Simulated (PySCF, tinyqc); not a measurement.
G0W0 on RHF in the sto-3g basis, for BeH+, spin multiplicity 1, step by step. The lowest restricted solution is unstable here: a spin-polarised one lies 0.0254 hartree lower (PySCF). One step of it, computed by the program tinyqc.

Problem. G0W0 on Hartree-Fock: HOMO. W(p,q,m) = sqrt2 sum_ia (pq|ia) (X+Y)_ia,m; Sigma_c(x) = sum_(i,m) W^2/(x - e_i + w_m) + sum_(a,m) W^2/(x - e_a - w_m); solve x = e_p + Sigma_c(x) by Newton steps; Z = 1/(1 - dSigma/dx); 1 hartree = 27.211386 eV.

orbital energies (hartree): MO1 -4.972982, MO2 -0.614487, MO3 -0.248683, MO4 -0.113590, MO5 -0.113590, MO6 0.033890

Two-electron integrals over orbitals (pq|rs), unique and non-zero (hartree):
```
(11|11) 2.275905    (21|11) -0.179305   (21|21) 0.023160    (22|11) 0.445787
(22|21) -0.002552   (22|22) 0.424702    (31|11) -0.169156   (31|21) 0.018856
(31|22) -0.012105   (31|31) 0.024501    (32|11) 0.100319    (32|21) -0.005817
(32|22) -0.059512   (32|31) 0.001001    (32|32) 0.083405    (33|11) 0.493672
(33|21) -0.009530   (33|22) 0.335637    (33|31) 0.001057    (33|32) 0.020662
(33|33) 0.400445    (41|41) 0.015576    (42|41) 0.014763    (42|42) 0.048251
(43|41) 0.013547    (43|42) 0.036830    (43|43) 0.045499    (44|11) 0.569241
(44|21) -0.006256   (44|22) 0.342876    (44|31) -0.005954   (44|32) 0.054576
(44|33) 0.365392    (44|44) 0.449859    (51|51) 0.015576    (52|51) 0.014763
(52|52) 0.048251    (53|51) 0.013547    (53|52) 0.036830    (53|53) 0.045499
(54|54) 0.024249    (55|11) 0.569241    (55|21) -0.006256   (55|22) 0.342876
(55|31) -0.005954   (55|32) 0.054576    (55|33) 0.365392    (55|44) 0.401360
(55|55) 0.449859    (61|11) -0.066006   (61|21) 0.011587    (61|22) 0.008174
(61|31) 0.000600    (61|32) -0.008078   (61|33) -0.012737   (61|44) -0.001752
(61|55) -0.001752   (61|61) 0.014343    (62|11) 0.128990    (62|21) -0.000709
(62|22) -0.004200   (62|31) -0.008633   (62|32) 0.059543    (62|33) -0.010764
(62|44) 0.069335    (62|55) 0.069335    (62|61) 0.007163    (62|62) 0.109204
(63|11) -0.092272   (63|21) 0.003499    (63|22) 0.055898    (63|31) -0.004735
(63|32) -0.081589   (63|33) -0.035154   (63|44) -0.048006   (63|55) -0.048006
(63|61) 0.008902    (63|62) -0.062138   (63|63) 0.098816    (64|41) 0.005642
(64|42) 0.021860    (64|43) 0.003895    (64|64) 0.020813    (65|51) 0.005642
(65|52) 0.021860    (65|53) 0.003895    (65|65) 0.020813    (66|11) 0.479006
(66|21) -0.002789   (66|22) 0.430209    (66|31) -0.010566   (66|32) -0.060425
(66|33) 0.366004    (66|44) 0.348780    (66|55) 0.348780    (66|61) 0.006649
(66|62) -0.021176   (66|63) 0.052203    (66|66) 0.460577
```

excitation energies w (hartree): 0.476921  0.589248  0.589248  0.855373  4.773063  4.890482  4.890482  5.035501

X + Y:
```
             1          2          3          4          5          6         7          8
1>3  -0.002716   0.000000   0.000000   0.006127   0.994865   0.000000  0.000000   0.004342
1>4   0.000000  -0.011178   0.001025   0.000000   0.000000  -0.007200  0.996783   0.000000
1>5   0.000000  -0.001025  -0.011178   0.000000   0.000000   0.996783  0.007200   0.000000
1>6   0.007057   0.000000   0.000000  -0.003912  -0.004585   0.000000  0.000000   0.997140
2>3   0.850838   0.000000   0.000000   0.154993   0.000063   0.000000  0.000000  -0.000467
2>4   0.000000   0.918129  -0.084190   0.000000   0.000000  -0.000009  0.001251   0.000000
2>5   0.000000   0.084190   0.918129   0.000000   0.000000   0.001251  0.000009   0.000000
2>6  -0.276342   0.000000   0.000000   0.845824  -0.001012   0.000000  0.000000   0.000745
```

Give: The 12 largest terms at x = e_p; Newton steps; quasiparticle energy of the HOMO; Hartree-Fock value.

Solution.

The 12 largest terms at x = e_p (hartree; W for the signs of X + Y given):
```
q  m       W       term
6  4   0.144     -0.014
2  1  -0.070      0.010
3  1   0.077     -0.007
3  4   0.090     -0.007
4  2   0.062  -3.57e-03
5  3   0.062  -3.57e-03
6  1   0.029  -7.51e-04
2  4  -0.018   3.88e-04
5  6   0.021  -8.10e-05
4  7   0.021  -8.10e-05
1  5   0.026   7.66e-05
2  5  -0.017   6.11e-05
```

Newton steps (hartree):
```
step       x  Sigma_c(x)      Z
0     -0.614      -0.025  0.950
1     -0.638      -0.023  0.950
2     -0.638      -0.023  0.950
```

quasiparticle energy of the HOMO = -17.359 eV

Hartree-Fock value = -16.721 eV
